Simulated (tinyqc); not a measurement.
Luttinger-Kohn k.p, four valence bands, step by step. One step of it, computed by the program tinyqc.

Problem. Bloch Hamiltonian at k. P = c g1 k^2, Q = c g2 (kx^2 + ky^2 - 2 kz^2), R = c sqrt3 [-g2 (kx^2 - ky^2) + 2i g3 kx ky], S = 2 c sqrt3 g3 (kx - i ky) kz, c = hbar^2/2m = 3.809982 eV angstrom^2; rows [P+Q, -S, R, 0], [-S*, P-Q, 0, R], [R*, 0, P-Q, S], [0, R*, S*, P+Q]. The path ends lie at |k| = 0.05 1/angstrom.

Luttinger parameters chosen for this model; energies are counted downward from the top of the valence band:
```
parameter     value  unit
g1         6.110000
g2         2.500000
g3         2.870000
```

k point k (1/angstrom): [0.049000, 0.023000, -0.004000]

Give: H(k) at k.

Solution.

H(k) at k (eV), order 3/2, 1/2, -1/2, -3/2:
```
[[0.0962, 0.0074-0.0035i, -0.0309+0.0427i, 0.0000],
 [0.0074+0.0035i, 0.0410, 0.0000, -0.0309+0.0427i],
 [-0.0309-0.0427i, 0.0000, 0.0410, -0.0074+0.0035i],
 [0.0000, -0.0309-0.0427i, -0.0074-0.0035i, 0.0962]]
```
